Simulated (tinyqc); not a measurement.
Precursor delivery by bubblers, mass-transport growth and the solid composition of a III-V alloy: one step, computed by the program tinyqc.

1 sccm = 44.615 micromol/min; 1 torr = 133.322 Pa. The sources decompose fully at the surface.

Question. Partial pressures in the reactor. p_i = p n_i/(44615 F_t), F_t in slm; p_V = p F_V/(1000 F_t), counted per molecule supplied; V/III = 44.615 F_V/(n1 + n2); vapour fraction of source 2 = n2/(n1 + n2).

Inputs (values chosen for the exercise, modelled on trimethylgallium (source 1) and trimethylindium (source 2) for the vapour pressures):

| quantity | value | unit |
|---|---|---|
| bath temperature T1 | 259 | K |
| bath temperature T2 | 292 | K |
| total flow F_t | 23 | slm |
| group-V flow F_V | 20 | sccm |
| reactor pressure p | 100 | torr |

molar flow 1 = 18.35113 micromol/min

molar flow 2 = 15.86782 micromol/min

Give: p_1; p_2; p_V; V/III ratio; vapour fraction of source 2.

Answer.

p_1 = 0.001788 torr

p_2 = 0.001546 torr

p_V = 0.08696 torr

V/III ratio = 26.08

vapour fraction of source 2 = 0.4637
